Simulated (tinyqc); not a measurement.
## Absorption coefficient and reflectance from two thicknesses

Inverse problem. With transparent contact layers the responsivity is (1 - Rf)(1 - exp(-al wi)) q lam/(h c). The second absorber is twice as thick as the first. Find al and Rf.

Values chosen for this exercise:
```
symbol,value,unit,meaning
lam,1000,nm,wavelength
```

Constants: q = 1.602176634e-19 C, h = 6.62607015e-34 J s, c = 299792458 m/s. Results are converted to the units shown.

responsivity for wi = 30 and 60 um (A/W): [0.13631782, 0.24912602]

Answer. The ratio of the responsivities is 1 + exp(-al w1), which gives al; either value then gives 1 - Rf.

al = 63.1 1/cm
Rf = 0.0200

Numbers from tinyqc (`OMP_NUM_THREADS=1 python tinyqc.py 2250031 2250032 out.jsonl`; about 0.01 s on one thread of a shared Intel Xeon 2.30GHz).
